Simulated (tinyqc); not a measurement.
# Front-illuminated p-i-n photodiode, quantum efficiency and bandwidth: effects of single changes

Light enters through a p layer (0 to xp), a depleted layer (xp to xp + wi) and a thick n substrate, decaying as exp(-al x); one pass, no back reflection. Carriers made in the depleted layer are all collected; those in the neutral layers diffuse.

Parameters, values chosen for the exercise; values close to those of 4H silicon carbide at this wavelength: wavelength lam = 280 nm; absorption coefficient al = 15700 1/cm; reflectance of the front face Rf = 0.05; relative permittivity eps_r = 9.77; thickness of the front p layer xp = 0.2 um; thickness of the depleted layer wi = 0.57 um; electron diffusion coefficient in the p layer Dn = 5 cm^2/s; electron diffusion length in the p layer Ln = 6 um; recombination velocity of the front surface S = 4e5 cm/s; hole diffusion length in the thick n substrate Lp = 0.67 um; electron drift velocity ve = 1.91e7 cm/s; hole drift velocity vh = 1.4e7 cm/s; diameter dia = 400 um; load resistance RL = 50 ohm; parasitic capacitance Cp = 60 fF.

Constants: q = 1.602176634e-19 C, h = 6.62607015e-34 J s, c = 299792458 m/s, eps0 = 8.8541878128e-14 F/cm where lengths are in cm. Results are converted to the units shown.

Each table varies one quantity; the others keep the values above.

## Efficiency and bandwidth against the thickness of the depleted layer

k = al Ln, s = S Ln/Dn, e = exp(-al xp); front layer f1 = (k/(k^2 - 1)) {[s + k - e (s cosh(xp/Ln) + sinh(xp/Ln))]/[s sinh(xp/Ln) + cosh(xp/Ln)] - k e}; depleted layer f2 = e (1 - exp(-al wi)); substrate f3 = e exp(-al wi) al Lp/(1 + al Lp); external efficiency (1 - Rf)(f1 + f2 + f3); responsivity = efficiency q lam/(h c). Drift response for pairs made in the depleted layer, a = al wi, g = 1 - exp(-a), u = 2 pi i f, te = wi/ve, th = wi/vh: electrons He = [g - a (exp(-a) - exp(-u te))/(u te - a)]/(u te g), holes Hh = [g - a (1 - exp(-a - u th))/(a + u th)]/(u th g); C = eps0 eps_r pi (dia/2)^2/wi + Cp; total |He + Hh|/sqrt(1 + (2 pi f RL C)^2), for the current of the depleted layer alone. Limits are the frequencies at which each factor falls to 1/sqrt(2); inverse-square sum (f_transit^-2 + f_RC^-2)^(-1/2); the diffusion currents f1 and f3 are left out of the bandwidth.

Efficiency and bandwidth against the thickness of the depleted layer:
```
wi (um)	f2	f1 + f3	responsivity (A/W)	transit limit (GHz)	RC limit (GHz)	3 dB bandwidth (GHz)	inverse-square sum (GHz)	bandwidth x (1 - Rf) f2 (GHz)
0.071	0.07706	0.5172	0.1275	1242	0.02078	0.02078	0.02078	0.001521
0.12	0.1254	0.4924	0.1326	738.3	0.03511	0.03511	0.03511	0.004185
0.2	0.1969	0.4558	0.1400	446.0	0.05850	0.05850	0.05850	0.01094
0.34	0.3022	0.4018	0.1510	265.3	0.09937	0.09937	0.09937	0.02853
0.57	0.4320	0.3352	0.1646	160.9	0.1664	0.1664	0.1664	0.06828
0.96	0.5687	0.2652	0.1789	97.62	0.2796	0.2796	0.2796	0.1511
1.6	0.6713	0.2126	0.1896	59.62	0.4644	0.4644	0.4644	0.2961
2.7	0.7200	0.1876	0.1947	35.15	0.7790	0.7787	0.7788	0.5326
4.6	0.7300	0.1825	0.1958	19.86	1.314	1.310	1.311	0.9084
```

What does the table show?

As wi goes from 0.071 to 4.6, the responsivity rises from 0.127 to 0.196 A/W and the bandwidth rises from 0.0208 to 1.31 GHz. The RC limit is the lower one in every row. Adding inverse squares of the two limits is within 0.065 % of the full result. The product of bandwidth and fast efficiency rises from 0.00152 to 0.908 GHz. For wi = 0.071, 0.12, 0.2, 0.34, 0.57, 0.96, 1.6 the diffusion currents exceed 0.3 of the drift current; their own response times, left out, may then shape the whole response.

## Efficiency and bandwidth against the diameter

Same model as above.

The same in every row: f2 = 0.4320; f1 + f3 = 0.3352; responsivity (A/W) = 0.1646; transit limit (GHz) = 160.9.

Results:
```
dia (um)	RC limit (GHz)	3 dB bandwidth (GHz)	inverse-square sum (GHz)	bandwidth x (1 - Rf) f2 (GHz)
5	50.54	47.50	48.22	19.49
10	44.26	42.16	42.67	17.30
20	29.56	28.90	29.07	11.86
50	8.892	8.873	8.878	3.641
100	2.543	2.542	2.542	1.043
500	0.1066	0.1066	0.1066	0.04375
1000	0.02669	0.02669	0.02669	0.01095
```

Estimate the missing row, dia = 200 um.

Computed row:
```
dia (um)	RC limit (GHz)	3 dB bandwidth (GHz)	inverse-square sum (GHz)	bandwidth x (1 - Rf) f2 (GHz)
200	0.6593	0.6593	0.6593	0.2706
```

With this row back in the table: As dia goes from 5 to 1000, the responsivity stays at 0.165 A/W and the bandwidth falls from 47.5 to 0.0267 GHz. The RC limit is the lower one in every row. Adding inverse squares of the two limits is within 1.5 % of the full result. In every row the diffusion currents exceed 0.3 of the drift current; their own response times, left out, may then shape the whole response.

Computed by the program tinyqc: `OMP_NUM_THREADS=1 python tinyqc.py 2250119 2250120 out.jsonl`, one thread of a shared Intel Xeon 2.30GHz, about 0.01 s for the whole run.
